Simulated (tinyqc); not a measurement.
## Sharing a fixed EOT between the layers

Without charge in the stack, a voltage of 0.6 V over an EOT of 2.1 nm gives F1 = (V/EOT)(3.9/e1) and F2 = F1 e1/e2; t2 = e2 (EOT/3.9 - t1/e1).

Inputs (values chosen for the exercise): relative permittivity of layer 1 e1 = 3.82; relative permittivity of layer 2 e2 = 22.7.

Sharing a fixed EOT between the layers:
```
t1 (nm)  t2 (nm)  physical thickness (nm)  drop over layer 1 (V)  drop over layer 2 (V)
0          12.22                    12.22                      0                 0.6000
0.25       10.74                    10.99                0.07292                 0.5271
0.5        9.252                    9.752                 0.1458                 0.4542
0.75       7.766                    8.516                 0.2188                 0.3812
1          6.281                    7.281                 0.2917                 0.3083
1.25       4.795                    6.045                 0.3646                 0.2354
1.5        3.309                    4.809                 0.4375                 0.1625
1.75       1.824                    3.574                 0.5105                0.08953
```

Each 0.1 nm of layer 1 costs 0.594 nm of layer 2, so the physical thickness falls from 12.2 to 3.57 nm. The fields do not change, 2.92 MV/cm in layer 1 and 0.491 MV/cm in layer 2, and layer 1 takes half of the voltage at t1 = 1.03 nm.

Numbers from tinyqc (`OMP_NUM_THREADS=1 python tinyqc.py 2010131 2010132 out.jsonl`; about 0.01 s on one thread of a shared Intel Xeon 2.30GHz).
